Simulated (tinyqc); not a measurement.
Physical sputtering: collision-cascade yield, angular dependence, faceting and resputtering in deposition: one step, computed by the program tinyqc. Command: `OMP_NUM_THREADS=1 python tinyqc.py 3026123 3026124 out.jsonl sputter walk`. One thread of a shared host (Intel(R) Xeon(R) Processor @ 2.30GHz), about 0.01 s of CPU time with the checks.

Ions start collision cascades; atoms that reach the surface with more than U leave. The target is amorphous or fine-grained.

Question. Oblique incidence. Angular law: Y/Y0 = t^f exp(-f cos(a_opt)(t - 1)), t = 1/cos(angle), largest at a_opt. A plane tilted by the angle recedes along the beam at a speed proportional to Y(angle), and along its own normal as Y cos(angle).

Inputs (values chosen for the exercise, modelled on xenon ions on tungsten): ion energy E = 100 eV; angular exponent f = 2.2; angle of the largest yield = 62 degrees; angle of incidence = 45 degrees.

yield Y0 = 0.04569196 atoms per ion

Give: Y/Y0 at the angle; yield at the angle; normal speed relative to a flat surface; largest Y/Y0.

Answer.

Y/Y0 at the angle = 1.397

yield at the angle = 0.06385 atoms per ion

normal speed relative to a flat surface = 0.9881

largest Y/Y0 = 1.643

Caution: within a few times the threshold, cascades are short and these fits are rough.
